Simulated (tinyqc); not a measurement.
# Front-illuminated p-i-n photodiode, quantum efficiency and bandwidth: what changes with what

Light enters through a p layer (0 to xp), a depleted layer (xp to xp + wi) and a thick n substrate, decaying as exp(-al x); one pass, no back reflection. Carriers made in the depleted layer are all collected; those in the neutral layers diffuse.

Values chosen for this exercise; values close to those of In0.53Ga0.47As at this wavelength: wavelength lam = 1550 nm; absorption coefficient al = 7170 1/cm; reflectance of the front face Rf = 0.3; relative permittivity eps_r = 13.5; thickness of the front p layer xp = 0.17 um; thickness of the depleted layer wi = 0.91 um; electron diffusion coefficient in the p layer Dn = 77 cm^2/s; electron diffusion length in the p layer Ln = 3.4 um; recombination velocity of the front surface S = 90000 cm/s; hole diffusion length in the thick n substrate Lp = 2.7 um; electron drift velocity ve = 6.93e6 cm/s; hole drift velocity vh = 4.78e6 cm/s; diameter dia = 180 um; load resistance RL = 50 ohm; parasitic capacitance Cp = 40 fF.

Constants: q = 1.602176634e-19 C, h = 6.62607015e-34 J s, c = 299792458 m/s, eps0 = 8.8541878128e-14 F/cm where lengths are in cm. Results are converted to the units shown.

Each table varies one quantity; the others keep the values above.

## Efficiency and bandwidth against the thickness of the depleted layer

k = al Ln, s = S Ln/Dn, e = exp(-al xp); front layer f1 = (k/(k^2 - 1)) {[s + k - e (s cosh(xp/Ln) + sinh(xp/Ln))]/[s sinh(xp/Ln) + cosh(xp/Ln)] - k e}; depleted layer f2 = e (1 - exp(-al wi)); substrate f3 = e exp(-al wi) al Lp/(1 + al Lp); external efficiency (1 - Rf)(f1 + f2 + f3); responsivity = efficiency q lam/(h c). Drift response for pairs made in the depleted layer, a = al wi, g = 1 - exp(-a), u = 2 pi i f, te = wi/ve, th = wi/vh: electrons He = [g - a (exp(-a) - exp(-u te))/(u te - a)]/(u te g), holes Hh = [g - a (1 - exp(-a - u th))/(a + u th)]/(u th g); C = eps0 eps_r pi (dia/2)^2/wi + Cp; total |He + Hh|/sqrt(1 + (2 pi f RL C)^2), for the current of the depleted layer alone. Limits are the frequencies at which each factor falls to 1/sqrt(2); inverse-square sum (f_transit^-2 + f_RC^-2)^(-1/2); the diffusion currents f1 and f3 are left out of the bandwidth.

Results:
```
wi (um),f2,f1 + f3,responsivity (A/W),transit limit (GHz),RC limit (GHz),3 dB bandwidth (GHz),inverse-square sum (GHz),bandwidth x (1 - Rf) f2 (GHz)
0.11,0.06714,0.6530,0.6302,278.2,0.1149,0.1149,0.1149,0.005402
0.19,0.1127,0.6229,0.6438,161.7,0.1983,0.1983,0.1983,0.01565
0.32,0.1815,0.5776,0.6643,96.60,0.3335,0.3335,0.3335,0.04237
0.54,0.2842,0.5098,0.6949,57.84,0.5611,0.5611,0.5611,0.1116
0.91,0.4242,0.4175,0.7366,34.89,0.9410,0.9406,0.9407,0.2793
1.5,0.5833,0.3126,0.7840,21.66,1.539,1.534,1.535,0.6263
2.6,0.7480,0.2040,0.8331,12.90,2.631,2.560,2.578,1.340
7.3,0.8805,0.1166,0.8726,4.651,6.970,3.742,3.869,2.307
```

Estimate the missing row, wi = 4.3 um.

Computed row:
```
wi (um),f2,f1 + f3,responsivity (A/W),transit limit (GHz),RC limit (GHz),3 dB bandwidth (GHz),inverse-square sum (GHz),bandwidth x (1 - Rf) f2 (GHz)
4.3,0.8447,0.1403,0.8619,7.972,4.259,3.651,3.757,2.159
```

With this row back in the table: As wi goes from 0.11 to 7.3, the responsivity rises from 0.630 to 0.873 A/W and the bandwidth rises from 0.115 to 3.74 GHz. The RC limit is the lower one for wi = 0.11, 0.19, 0.32, 0.54, 0.91, 1.5, 2.6, 4.3, the transit limit elsewhere. Adding inverse squares of the two limits is within 3.4 % of the full result. The product of bandwidth and fast efficiency rises from 0.00540 to 2.31 GHz. For wi = 0.11, 0.19, 0.32, 0.54, 0.91, 1.5 the diffusion currents exceed 0.3 of the drift current; their own response times, left out, may then shape the whole response.

## Efficiency and bandwidth against the thickness of the front p layer

Same model as above.

The same in every row: transit limit (GHz) = 34.89; RC limit (GHz) = 0.9410; 3 dB bandwidth (GHz) = 0.9406; inverse-square sum (GHz) = 0.9407.

Efficiency and bandwidth against the thickness of the front p layer:
```
xp (um),f2,f1 + f3,responsivity (A/W),bandwidth x (1 - Rf) f2 (GHz)
0.02,0.4724,0.3527,0.7221,0.3110
0.04,0.4657,0.3619,0.7242,0.3066
0.08,0.4525,0.3797,0.7283,0.2979
0.2,0.4152,0.4294,0.7391,0.2734
0.4,0.3597,0.5002,0.7525,0.2369
0.7,0.2901,0.5811,0.7624,0.1910
1,0.2340,0.6361,0.7614,0.1540
3,0.05577,0.6218,0.5929,0.03672
```

What does the table show?

As xp goes from 0.02 to 3, the responsivity goes from 0.722 through a maximum of 0.762 (at xp = 0.7 among the rows listed) to 0.593 A/W and the bandwidth stays at 0.941 GHz. The RC limit is the lower one in every row. Adding inverse squares of the two limits is within 0.014 % of the full result. In every row the diffusion currents exceed 0.3 of the drift current; their own response times, left out, may then shape the whole response.

Program tinyqc, `OMP_NUM_THREADS=1 python tinyqc.py 2250008 2250009 out.jsonl`; Intel Xeon 2.30GHz, shared host, one thread, about 0.01 s.
